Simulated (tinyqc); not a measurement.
Hall factor, magnetoresistance and optical conductivity for a power-law relaxation time: one step, computed by the program tinyqc.

One spherical parabolic band, tau(E) = tau_0 x^s with x = E/(k_B T). Landau quantisation is left out.

Question. Limits. mu = e <tau>/m; weak field r_H = <tau^2>/<tau>^2 and MR = c (mu B)^2, c = <tau^3>/<tau>^3 - r_H^2; strong field r_H = 1 and MR = <tau> <1/tau> - 1.

Inputs (values chosen for the exercise, with a mass close to that of electrons in silicon): effective mass m = 0.26 m_0; tau_0 = 36 fs; temperature T = 150 K.

<tau>/tau_0 = 1.505552

<tau^2>/tau_0^2 = 2.502970

<tau^3>/tau_0^3 = 4.520452

<1/tau> tau_0 = 0.7515135

Constants: e = 1.602176634e-19 C; m_0 = 9.1093837015e-31 kg.

Give: drift mobility mu; weak-field Hall factor; coefficient c; saturation MR.

Answer.

drift mobility mu = 366.6 cm^2/(V s)

weak-field Hall factor = 1.104

coefficient c = 0.1053

saturation MR = 13.14 %
